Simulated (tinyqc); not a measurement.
Scattering rates of a carrier in a spherical band by Fermi's golden rule: one step, computed by the program tinyqc.

All processes here are isotropic or elastic, and the rate listed is the momentum relaxation rate.

Question. All rates at E. Kane band: hbar^2 k^2/(2 m) = E (1 + alpha E), speed v = hbar k/(m (1 + 2 alpha E)), states per spin, volume and energy g(E) = m k (1 + 2 alpha E)/(2 pi^2 hbar^2); overlap factors are set to 1. Masses are multiplied by m_0 and all formulas are in SI units. Phonon occupation N_q = 1/(exp(hbar w/(k_B T)) - 1). Acoustic deformation potential (elastic, equipartition, absorption and emission together): 1/tau = 2 pi k_B T D_A^2 g(E)/(hbar rho v_l^2). Optical or intervalley deformation potential: 1/tau = (pi Z_f D_o^2/(rho w)) [N_q g(E + hbar w) + (N_q + 1) g(E - hbar w)], with g = 0 below the band edge. Singly charged impurities, momentum relaxation: 1/tau = N_I e^4 m (1 + 2 alpha E) Phi/(8 pi (eps_s eps_0)^2 hbar^3 k^3), with alpha = 0 for a parabolic band. Brooks-Herring: Phi = ln(1 + b) - b/(1 + b), b = 4 k^2 L_s^2. Debye screening by free carriers of density N_I: L_s = sqrt(eps_s eps_0 k_B T/(e^2 N_I)). Rates add: 1/tau_m is the sum, and the mean free path is v tau_m.

Inputs (values chosen for the exercise, modelled on holes in germanium):
```
quantity                                            value       unit
density-of-states mass of one valley m              0.305        m_0
non-parabolicity alpha                               0.27       1/eV
static permittivity eps_s                              16          -
density rho                                          5323     kg/m^3
sound velocity v_l                                   5270        m/s
acoustic deformation potential D_A                    4.6         eV
phonon energy hbar w                                 35.3        meV
optical or intervalley deformation potential D_o      9.1  1e8 eV/cm
final valleys Z_f                                       1          -
ionised impurity density N_I                      9.4e+16     1/cm^3
temperature T                                         350          K
carrier energy E                                      350        meV
```

Crystal: non-polar. Band: Kane. Impurity formula: Brooks-Herring. Further scattering: none.

Constants: k_B = 1.380649e-23 J/K; e = 1.602176634e-19 C; hbar = 1.054571817e-34 J s; m_0 = 9.1093837015e-31 kg; hbar = 6.582119569e-16 eV s; k_B = 8.617333262e-05 eV/K; eps_0 = 8.8541878128e-12 F/m.

Give: Momentum relaxation rates; momentum relaxation time tau_m; mean free path.

Answer.

Momentum relaxation rates:
```
process             rate (1/s)  share (%)
acoustic             2.788e+12      19.76
optical absorption   2.969e+12      21.05
optical emission     8.302e+12      58.86
ionised impurity     4.609e+10     0.3267
```

momentum relaxation time tau_m = 70.90 fs

mean free path = 39.63 nm

The largest rate is optical emission (59 %), then optical absorption (21 %).
